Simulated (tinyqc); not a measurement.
Valley-orbit splitting of a donor ground state, with strain: one step, computed by the program tinyqc. Command: `OMP_NUM_THREADS=1 python tinyqc.py 3002305 3002306 out.jsonl valleyorbit walk`. One thread of a shared host (Intel(R) Xeon(R) Processor @ 2.30GHz), about 0.01 s of CPU time with the checks.

The basis is the 1s envelope in each valley; energies are counted from the unstrained conduction-band edge. The strain is e_s (a a^T - 1/3) for the unit stress axis a, so valley j along n_j moves by Xi_u e_s w_j with w_j = (n_j.a)^2 - 1/3: -1/3 for x and y, +2/3 for z.

Problem. Populations and ionisation. H_jj = -(E_0 + Lambda) + Xi_u e_s w_j; H_jk = -Delta_2 between opposite valleys and -Delta_1 between perpendicular ones. z = sum over levels of exp(-(E - E_ground)/k_B T), the ground-state share being 1/z; N_c = 2 (2 pi m_e k_B T/h^2)^(3/2) sum_j exp(-(shift_j - lowest shift)/k_B T); n1 = N_c/(2 z) exp(-binding/k_B T), binding = lowest shift - E_ground; without compensation n = 2 N_D/(1 + sqrt(1 + 4 N_D/n1)) (Boltzmann statistics; p and higher states left out).

Inputs (values chosen for the exercise, modelled on donors in silicon):
```
quantity                                     value   unit
single-valley binding energy E_0              31.4    meV
central-cell shift Lambda                      2.6    meV
coupling Delta_1                              3.92    meV
coupling Delta_2                              2.98    meV
shear deformation potential Xi_u              8.87     eV
shear strain e_s                          -7.9e-05      -
temperature T                                   77      K
donor density N_D                          1.9e+16  cm^-3
density-of-states mass of one valley m_e     0.329    m_0
```

Valleys: six along <100>. Stress axis: [001].

Constants: k_B = 8.617333262e-05 eV/K; m_0 = 9.1093837015e-31 kg; k_B = 1.380649e-23 J/K; h = 6.62607015e-34 J s.

Give: partition sum z; share of neutral donors in the ground state; N_c; n1; free electrons n.

Solution.

partition sum z = 1.173

share of neutral donors in the ground state = 0.8527

N_c = 3.448e+18 cm^-3

n1 = 5.635e+14 cm^-3

free electrons n = 3.002e+15 cm^-3
